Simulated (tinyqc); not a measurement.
Four methods from the same start: geometry relaxation of a small cluster. Computed by tinyqc, a small Python program. Command: `OMP_NUM_THREADS=1 python tinyqc.py 3019757 3019758 out.jsonl relax walk`. One thread of a shared host (Intel(R) Xeon(R) Processor @ 2.30GHz), about 0.03 s of CPU time with the checks.

E = sum_i {sum_j A exp(-p (r_ij/r0 - 1)) - xi sqrt(rho_i)}, rho_i = sum_j exp(-2 q (r_ij/r0 - 1)); the force on i is -sum_j w_ij (R_i - R_j)/r_ij with w_ij = -(2p/r0) A exp(-p (r_ij/r0 - 1)) + (xi q/r0) exp(-2 q (r_ij/r0 - 1)) (rho_i^(-1/2) + rho_j^(-1/2)).

Inputs (values chosen for the exercise, for model atoms): length r0 = 2.63 angstrom; repulsion A = 0.19 eV; hopping xi = 1.89 eV; decay p = 9.66; decay q = 3.36; step factor eta = 0.017 angstrom^2/eV; largest number of steps = 500.

Potential: Gupta. Method: steepest descent.

starting positions (angstrom), rows atom 1, atom 2, atom 3, atom 4, atom 5, atom 6, columns x, y, z:
```
[[0.2, -0.11, 0.11],
 [2.34, 0.1, 0.25],
 [2.37, 2.54, 0.12],
 [0.06, 2.68, 0.1],
 [1.32, 1.19, 1.57],
 [1.47, 1.23, -1.75]]
```

Method:
- Steepest descent: R(new) = R + eta F.
- No atom moves more than 0.3 angstrom a step (the whole step is scaled). Stop when the largest force component is below 1e-5 eV/angstrom.
- Hessian at the final positions by central differences of the forces; six eigenvalues vanish (translations and rotations). Steepest descent is stable for eta below 2/lambda_max and contracts the softest mode by 1 - eta lambda_min a step.
- Conjugate gradient (Polak-Ribiere): d = F + beta d(old), beta = max(0, F.(F - F(old))/|F(old)|^2), d = F at first; step length from one secant, s = eta (F.d)/(F.d - F(R + eta d).d), replaced by eta if that is not positive; R(new) = R + s d.
- BFGS: R(new) = R + B F with the inverse Hessian B = eta 1 at first; with s = R(new) - R, y = F - F(new), rho = 1/(y.s): B(new) = (1 - rho s y^T) B (1 - rho y s^T) + rho s s^T, skipped if y.s is not positive.
- FIRE with unit mass: if F.v > 0, v = (1 - a) v + a |v| F/|F|, and after more than 5 such steps in a row dt = min(1.1 dt, 5 dt0), a = 0.99 a; else v = 0, a = 0.1, and dt = dt/2 (not at the first step). Then v = v + dt F, R(new) = R + dt v. dt0 = sqrt(eta), a = 0.1 at first.
- In this comparison each method may take up to 1500 steps.

contraction of the softest mode = 0.937239

non-zero eigenvalues (eV/angstrom^2): [3.6918, 3.6918, 3.6919, 4.3146, 4.3146, 7.6827, 7.6828, 7.6828, 17.4213, 17.4213, 17.4213, 31.6316]

condition number = 8.56802

Cost:
```
method              steps  force calls  final E (eV)  calls to reach 1e-2
steepest descent      145          146       -20.043                   49
conjugate gradient     18           37       -20.043                   21
BFGS                   33           34       -20.043                   16
FIRE                  117          118       -20.043                   56
```

In force calls the order is BFGS (34), conjugate gradient (37), FIRE (118), steepest descent (146). All that converged end at the same energy. Near the minimum steepest descent multiplies the slowest mode by 0.937 in size a step, 36 steps a decade of force, at a condition number of 8.6. It is the dearest here: the others use earlier steps to learn the curvature or to build momentum along soft directions.

Extremes, crossings and ranges named in words are read from the listed rows.
